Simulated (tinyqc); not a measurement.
Thickness of the film: ellipsoidal valleys in the axes of a wafer and a channel.

Valleys with axes a along [111], [1-1-1], [-11-1] and [-1-11], one whole valley each; inverse mass tensor w = 1/mt + (1/ml - 1/mt) a a. Device axes: z = nz/|nz|, x = nx/|nx|, y = z cross x; in them a = (ax, ay, az). Confinement mass mz = 1/w_zz. In the plane w_ij is replaced by u_ij = w_ij - w_iz w_jz/w_zz (i, j = x, y); density-of-states mass md = 1/sqrt(det u); conductivity mass along x mc = 1/u_xx; ballistic transport mass mx = u_yy/det u, width mass my = 1/u_yy.

Hard walls: E_n = c (n pi/t)^2/mz, c = hbar^2/2m0, n = 1, 2, 3. Non-degenerate share of a valley proportional to md sum_n exp(-E_n/kT); mean 1/mc = sum of share/mc. 1 nm = 10 angstrom.

Constants: hbar^2/2m0 = 3.80998211 eV angstrom^2; kB = 8.617333262e-05 eV/K.

Parameters, chosen for this exercise (near those of the L valleys of Ge; not measured data):
- ml = 1.635 m0 (longitudinal mass)
- mt = 0.081 m0 (transverse mass)
- nz = (1, 1, 0) (surface normal (confinement))
- nx = (1, -1, 1) (channel direction)
- T = 300 K (temperature)

Share of the lowest ladder and mean conductivity mass.

Results:

| t (nm) | lowest E1 (meV) | spread of E1 (meV) | share of the lowest ladder | mean mc |
|---|---|---|---|---|
| 2.0 | 425.2 | 735.4 | 1.000 | 0.1138 |
| 3.0 | 189.0 | 326.8 | 1.000 | 0.1138 |
| 4.0 | 106.3 | 183.8 | 0.999 | 0.1139 |
| 5.0 | 68.0 | 117.7 | 0.983 | 0.1145 |
| 7.0 | 34.7 | 60.0 | 0.863 | 0.1193 |
| 10.0 | 17.0 | 29.4 | 0.683 | 0.1274 |
| 14.0 | 8.7 | 15.0 | 0.593 | 0.1319 |

The spread falls as 1/t^2 and passes kT = 25.9 meV between t = 10 and 14 nm; the share of the lowest ladder goes from 1.000 to 0.593 and the mean mass goes from 0.1138 to 0.1319, against 0.1369 for equal shares, the limit of a thick film (the bulk value 3/(1/ml + 2/mt) is 0.1186; the two differ since axes are tilted in the x-z plane and in a quantised film no valley carries current across it; once scattering blurs the subbands the bulk value returns). Three subbands a valley become too few once E3 nears kT. In the thinnest rows E1 (425 meV) is beyond the parabolic range, and the Delta valleys can pass below.

(tinyqc, `OMP_NUM_THREADS=1 python tinyqc.py 1850578 1850579 out.jsonl`, Intel(R) Xeon(R) Processor @ 2.30GHz, 1 thread, shared host, about 0.02 s.)
